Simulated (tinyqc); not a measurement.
Contact resistivity and sheet resistance from two contact lengths.

Inverse problem. Rc = [sqrt(rc Rsh)/Wc] coth(Lc/(2 LT)), LT = sqrt(rc/Rsh), Wc = 40 nm; the second contact is twice as long as the first. Find LT, rc and Rsh.

Rc for Lc = 46 and 92 nm (ohm): 108.876770  83.1596937

Answer. With t = tanh(Lc/(2 LT)) for the shorter contact, the resistance of the longer over that of the shorter is (1 + t^2)/2. Then sqrt(rc Rsh) = Rc t Wc, and rc and Rsh follow by multiplying and dividing by LT.

LT = 25.0 nm
rc = 7.90e-10 ohm cm^2
Rsh = 127 ohm

Computed by the program tinyqc: `OMP_NUM_THREADS=1 python tinyqc.py 2170063 2170064 out.jsonl`, one thread of a shared Intel Xeon 2.30GHz, about 0.06 s for the whole run.
